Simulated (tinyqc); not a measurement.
# Signal and retention of a DRAM cell, step by step

tinyqc, about 0.01 s, one thread, Intel Xeon 2.30GHz (shared host): `OMP_NUM_THREADS=1 python tinyqc.py 2130073 2130074 out.jsonl` Printed values are rounded.

A stored one starts at Vd and leaks: Cs dV/dt = -I(V), I = a sqrt((V + Vb)/(Vd + Vb)) + b, with a = Ig exp[-(Eg1 q/kB)(1/T - 1/T0)] (generation in a depletion layer) and b = Is exp[-(Es q/kB)(1/T - 1/T0)]. The bit line is precharged to Vd/2, and charge sharing gives the signal (V - Vd/2) Cs/(Cs + Cb).

Inputs (values chosen for the exercise):
```
symbol   value  unit                                                  meaning
Vd         1.5     V                                            array voltage
Cs          13    fF                                         cell capacitance
Cb          82    fF                                     bit-line capacitance
dm          36    mV        smallest signal that the sense amplifier resolves
Vb        1.13     V  built-in plus back-bias voltage of the storage junction
Ig         1.1    fA                        junction leakage at V = Vd and T0
Is        0.11    fA                        voltage-independent leakage at T0
Es        0.34    eV                                  activation energy of Is
T0         358     K                                    reference temperature
T          368     K                                              temperature
sg        0.87                 deviation of ln(retention time) over the cells
Nc      4.29e9                                                          cells
tr          32    ms                                         refresh interval
Eg1       0.64    eV                                  activation energy of Ig
```

Constants: q = 1.602176634e-19 C, kB = 1.380649e-23 J/K. Results are converted to the units shown.

Range of the model: Real arrays also hold a tail of unusually leaky cells and cells whose retention varies in time, which this model lacks.

## Signal and margin

The cell fails below Vc = Vd/2 + dm (Cs + Cb)/Cs.

transfer ratio = 0.136842
signal of a fresh one = 102.632 mV
Vc = 1.01308 V
charge that may be lost = 6.33 fC
the same in electrons = 39508.8

## Retention time

With s = sqrt((Vc + Vb)/(Vd + Vb)), the time from Vd to Vc is t = [2 Cs (Vd + Vb)/a] [1 - s - (b/a) ln((a + b)/(a s + b))].

a = 1.93295 fA
b = 0.148408 fA
retention time = 3.18501 s
estimate with the current held at a + b = 3.04129 s

The constant-current estimate is 4.5 % below the true time, since the junction leaks less as V falls.

## Failing cells

This time is the median of a log-normal spread: failing cells = Nc erfc(z/sqrt 2)/2, z = ln(t/tr)/sg. One failure is expected at the interval where that count equals 1.

z = 5.28790
failing cells = 265.394
interval for one failure = 14.0981 ms

The weakest cell of the array lies about 6.23 deviations out, a factor of 226 below the median; the chosen interval is longer than that time.
